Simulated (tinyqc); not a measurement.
# Resonant-tunnelling diode, transfer matrices and Tsu-Esaki current, step by step

Numbers from tinyqc (`OMP_NUM_THREADS=1 python tinyqc.py 2600015 2600016 out.jsonl`; about 0.2 s on one thread of a shared Intel Xeon 2.30GHz). Printed values are rounded.

Emitter (band edge 0), barrier d1, well Lw, barrier d2, collector (edge -V). The bias drops linearly over these layers and none in the contacts; each layer is cut into ns equal slices, flat at the value of their centres. E is the energy of motion across the layers, C = hbar^2/(2 m0), psi and psi'/m are continuous. Transport is coherent, T(E) is taken as independent of the transverse momentum, and charge in the well is ignored.

Parameters, values chosen for the exercise; masses and offsets close to those of GaAs wells and AlGaAs barriers:
```
symbol   value  unit                                               meaning
T          200     K                                           temperature
mw       0.069    m0                 mass in the well, spacer and contacts
U1        0.24    eV                                        barrier height
m1       0.093    m0                                          barrier mass
d1         2.6    nm                                       emitter barrier
Lw         4.1    nm                                            well width
d2         2.6    nm                                     collector barrier
ns           3                                        slices in each layer
Ef       0.038    eV  Fermi energy of both contacts above their band edges
V        0.091     V                                 bias of the collector
E       0.0489    eV                                          trial energy
```

Constants: q = 1.602176634e-19 C, kB = 1.380649e-23 J/K, hbar = 1.054571817e-34 J s, m0 = 9.1093837015e-31 kg, Vt = kB T/q, hbar^2/(2 m0) = 0.0380998212 eV nm^2. Results are converted to the units shown.

## Slices under bias

U = edge of the layer - V x/Lt at the centre x of each slice, Lt the summed thickness.

```
slice	U (eV)	m (m0)	width (nm)
0	0.235760	0.093	0.866667
1	0.227280	0.093	0.866667
2	0.218799	0.093	0.866667
3	-0.032127	0.069	1.36667
4	-0.045500	0.069	1.36667
5	-0.058873	0.069	1.36667
6	0.170201	0.093	0.866667
7	0.161720	0.093	0.866667
8	0.153240	0.093	0.866667
```

## Running product of the slice matrices at the trial energy

For the pair (psi, psi'/m) a flat layer has M = [[cos kd, (m/k) sin kd], [-(k/m) sin kd, cos kd]] with k = sqrt(m (E - U)/C) above its edge U, and M = [[cosh Kd, (m/K) sinh Kd], [(K/m) sinh Kd, cosh Kd]] with K = sqrt(m (U - E)/C) below it. Later slices stand to the left. With M acting on (psi, psi'/m) and v = k/m in each lead, T(E) = 4 vL vR/[(vL vR M12 - M21)^2 + (vR M11 + vL M22)^2]. vL = sqrt(mw E/C)/mw, vR = sqrt(mw (E + V)/C)/mw.

Product after each layer:
```
	M11	M12 (nm)	M21 (1/nm)	M22
barrier d1	2.91035	0.379147	19.0814	2.82943
well	2.99490	0.447045	-21.0817	-2.81294
barrier d2	-0.480358	0.0365214	-12.2746	-1.14854
```

T(E) = 0.499940

## Transmission at three energies near the peak

three energies (eV): 0.038819  0.043819  0.048819

The same product at each energy.

T(E) at these energies: 0.310500  0.777474  0.506589

## Breit-Wigner parameters from a parabola through 1/T(E)

Near a resonance 1/T(E) = (1/Tp) [1 + (2 (E - Er)/G)^2]. With y = 1/T(E) at E0 - h, E0, E0 + h: a = (y1 + y3 - 2 y2)/(2 h^2), b = (y3 - y1)/(2 h), Er = E0 - b/(2 a), 1/Tp = y2 - b^2/(4 a), G = 2 sqrt(1/(Tp a)), tau = hbar/G.

Er = 0.0450075 eV
Tp = 0.824992
G = 9.61525 meV
tau = 68.4550 fs

The true maximum of T(E) lies at 0.044643 eV with height 0.7980 and full width 10.38 meV; the fitted G is 7.3 % below that width.

## Current from the resonance alone

J = J0 times the integral over E > 0 of T(E) N(E), N = ln[(1 + exp((Ef - E)/Vt))/(1 + exp((Ef - V - E)/Vt))], J0 = q^2 mw m0 kB T/(2 pi^2 hbar^3) (times 1e-4 for A/cm^2 per eV). For a sharp resonance J = J0 (pi G/2) Tp N(Er), with Er the peak energy, Tp the peak transmission and G the full width at half maximum (in eV). The three values given are estimates from a parabola through three points of 1/T(E).

J0 = 1.92448e7 A/(cm^2 eV)
N(Er) = 0.506988
J = 121.574 kA/cm^2

The full integral over T(E) gives 114.6 kA/cm^2; the value above is 6.1 % above it. With the exact position, height and width of the peak (Er = 0.044643 eV, Tp = 0.7980, G = 10.38 meV) the formula is 13 % above it.
